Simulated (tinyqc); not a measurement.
Inside a calculation. Method: Jacobi rotations on a symmetric matrix. One step of it, computed by the program tinyqc.

Question. Jacobi rotation 2. Take the largest off-diagonal element A_pq; tan 2 theta = 2 A_pq / (A_qq - A_pp) with |theta| <= pi/4; A' = J^T A J with J_pp = J_qq = cos, J_pq = sin, J_qp = -sin.

A', lower triangle:
```
           1          2         3
1   0.751276
2   0.000000   3.786724
3  -0.173924  -0.017188  4.070000
```

Give: p, q, theta; A'.

Answer.

p, q, theta (rad): 1.0000  3.0000  -0.0522

A', lower triangle:
```
         1        2       3
1   0.7422
2  -0.0009   3.7867
3   0.0000  -0.0172  4.0791
```
